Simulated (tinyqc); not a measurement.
Phase shift across the band: Koster-Slater impurity in a tight-binding band, by Green functions and by supercells. Computed by tinyqc, a small Python program. Command: `OMP_NUM_THREADS=1 python tinyqc.py 3013597 3013598 out.jsonl kosterslater walk`. One thread of a shared host (Intel(R) Xeon(R) Processor @ 2.30GHz), about 0.04 s of CPU time with the checks.

One orbital per site, e(k) = -2 t sum cos(k_i) over 3 direction(s), band from -6 t to 6 t, lattice constant 1. One site has the extra energy U. Spin is left out.

Inputs (values chosen for the exercise, for a model band): hopping t = 1.4 eV; impurity potential U = -10.9 eV; broadening eta = 0.11 eV.

Lattice: simple cubic.

Method:
- Outside the band G0(E) = (1/pi) int_0^pi dk (2/(pi z)) K(16 t^2/z^2), z = E + 2 t cos k, K the complete elliptic integral with parameter m; 200 Gauss-Legendre points.
- A bound state solves 1/U = G0(E).
- Bisection in ln(distance from the edge) between 1e-5 t and |U| + t. Weight on the impurity site: -1/(U^2 dG0/dE), by a central difference with step min(1e-4 t, distance/30). Decay length along an axis: 1/arccosh(1 + distance/(2 t)).
- Inside the band G0(z), z = E + i eta, comes from the chain form 1/(sqrt(y - 2t) sqrt(y + 2t)) (principal roots) at y = z + 2 t cos k + 2 t cos k', averaged over k and k' in (0, pi) with 200 Gauss-Legendre points each.
- delta/pi = -arg(1 - U G0)/pi counts the states added below E (Friedel); host DOS = -Im G0/pi, DOS on the impurity = -Im[G0/(1 - U G0)]/pi; 13 evenly spaced energies from -(band edge + |U| + 2t) to +(band edge + |U| + 2t).

distance from the band edge = 3.63950 eV

level E_b = -12.0395 eV

Across the spectrum:
```
E (eV)   Re G0 (1/eV)  host DOS (1/eV)  DOS on the impurity (1/eV)  delta/pi
-22.100      -0.04641          0.00008                    0.000317   0.00171
-18.417      -0.05636          0.00012                    0.000779   0.00327
-14.733      -0.07216          0.00020                    0.004289   0.00998
-11.050      -0.10246          0.00043                    0.031296   0.95971
-7.367       -0.18382          0.01740                    0.012771   0.82949
-3.683       -0.21175          0.06261                    0.009926   0.67438
0.000         0.00000          0.10027                    0.007840   0.40979
3.683         0.21175          0.06261                    0.004029   0.18304
7.367         0.18382          0.01740                    0.001855   0.06232
11.050        0.10246          0.00043                    0.000097   0.00224
14.733        0.07216          0.00020                    0.000061   0.00119
18.417        0.05636          0.00012                    0.000044   0.00078
22.100        0.04641          0.00008                    0.000034   0.00056
```

delta/pi starts and ends near zero (+0.002 and +0.001): the impurity moves states but creates none. delta/pi rises at the bound state below the band (-12.039 eV), reaches 0.96 among these rows (1 in the limit of small eta, just above the level) and is paid back by the top of the band.

Extremes, crossings and ranges named in words are read from the listed rows.
